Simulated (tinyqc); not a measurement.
# Permeation of metal atoms or ions through a thin barrier or dielectric: time lag, field-aided drift and lifetime, step by step

A worked calculation. Computed by tinyqc, a small Python program that keeps every step. Command: `OMP_NUM_THREADS=1 python tinyqc.py 3014841 3014842 out.jsonl barrier walk`. One thread of a shared host (Intel(R) Xeon(R) Processor @ 2.30GHz), about 0.01 s of CPU time with the checks. Intermediate numbers are printed to about 6 digits and carried at full precision; extremes and crossings named in words are read from the listed rows.

The film 0 < x < d is empty at first; C = C0 at x = 0 and C = 0 at x = d. dC/dt = D d2C/dx2 - v dC/dx with drift v = D z e V/(k_B T d) (uniform field, no space charge).

Inputs (values chosen for the exercise, for a model case: singly charged ions through a dielectric):
```
quantity                                   value    unit
thickness d                                   64      nm
prefactor D0                               0.077  cm^2/s
activation energy E                          1.2      eV
concentration at the source side C0      3.5e+14  1/cm^3
charge number z                                1       -
voltage V (positive drives ions across)   -0.093       V
critical dose Q_c                          8e+09  1/cm^2
test temperature T                           200       C
use temperature T_u                          100       C
time in units of d^2/D, s                  0.026       -
```

Constants: k_B = 8.617333262e-05 eV/K.

## Scales

D = D0 exp(-E/(k_B T)); time scale d^2/D; Peclet number P = z V/(k_B T), k_B T in eV; 1 nm = 1e-7 cm. Temperatures in kelvin are T(C) + 273.15.

diffusivity D = 1.27244e-14 cm^2/s

time scale d^2/D = 3219.01 s

Peclet number P = -2.28093

## Steady flux and time lag

Steady flux J = (D C0/d) P/(1 - exp(-P)); time lag in units of d^2/D: s_L = [P (1 + exp(-P))/(1 - exp(-P)) - 2]/P^2 (P = 0: J = D C0/d, s_L = 1/6).

flux relative to D C0/d = 0.259617

steady flux J = 180659 1/(cm^2 s)

time lag s_L = 0.153799

time lag = 495.082 s

The field opposes the ions and cuts the flux; the lag is the same as for the opposite sign.

## Dose at time s

Dose through the film Q(s) = C0 d {f (s - s_L) - 2 exp(P/2) sum_(n=1..200) (-1)^n n^2 pi^2 exp(-l_n s)/l_n^2}, l_n = n^2 pi^2 + P^2/4, f = P/(1 - exp(-P)) the relative flux.

Q/(C0 d) = 3.42801e-07

dose Q = 767.873 1/cm^2

time = 83.6943 s

## Time to the critical dose

Solve Q = Q_c for s. At the use temperature D and P take T_u, with the same C0 and V; 1 year = 3.15576e7 s.

s at the critical dose = 13.9103

failure time at T = 44777.5 s

failure time at T_u = 5.75362 years

Failure comes long after the lag, in steady flow: t is near Q_c/J. Caution: grain boundaries, pinholes, trapping and space charge are left out; thin real barriers usually fail at defects.

## Approach to the steady line

Short-time form for P = 0: Q/(C0 d) = 4 sqrt(s) ierfc(1/(2 sqrt(s))), ierfc(y) = exp(-y^2)/sqrt(pi) - y erfc(y).

Q/(C0 d):
```
s          series  steady line f (s - s_L)  series without field  short-time form, no field
0.03  1.49878e-06                -0.032140           4.84192e-06                4.84192e-06
0.05  8.20088e-05                -0.026948           2.69342e-04                2.69342e-04
0.08  9.56745e-04                -0.019160           3.20662e-03                3.20662e-03
0.12  4.34774e-03                -0.008775           1.48873e-02                1.48873e-02
0.20  1.74060e-02                 0.011994           6.14638e-02                6.14632e-02
0.30  3.97285e-02                 0.037956           1.43824e-01                1.43786e-01
0.50  9.00694e-02                 0.089880           3.34791e-01                3.33262e-01
0.80  1.67771e-01                 0.167765           6.33409e-01                6.18380e-01
1.20  2.71611e-01                 0.271611           1.03333e+00                9.70022e-01
```

The dose lies above the steady line at all times and, among these rows, is within 1 % of it from s = 0.5 on (the lag is s_L = 0.154); for a known P the intercept of that line gives D and its slope D C0. The field changes the dose by a factor 0.310 in the first row and 0.263 in the last; at short times the factor tends to exp(P/2) = 0.320.

Checks made by the program: series against a 300-cell finite-difference solution (relative difference 1e-04).
